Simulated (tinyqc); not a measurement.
Inside a calculation. Method: lattice vibrations of a chain. One step of it, computed by the program tinyqc.

Problem. Frequencies. omega^2 are the eigenvalues; wavenumber = 521.4708 sqrt(eigenvalue) 1/cm.

D(q) (eV/(angstrom^2 u)), lower triangle (Hermitian):
```
                    1          2         3
1            0.552083
2           -0.149752   0.387473
3  0.053891-0.136113i  -0.286807  0.346190
```

Give: eigenvalues; wavenumbers; weights |e|^2 of the mass-weighted modes.

Solution.

eigenvalues: 0.049  0.446  0.791

wavenumbers (1/cm): 115.2  348.2  463.8

weights |e|^2 of the mass-weighted modes:
```
        mode 1  mode 2  mode 3
atom 1   0.063   0.558   0.380
atom 2   0.435   0.234   0.331
atom 3   0.502   0.209   0.289
```
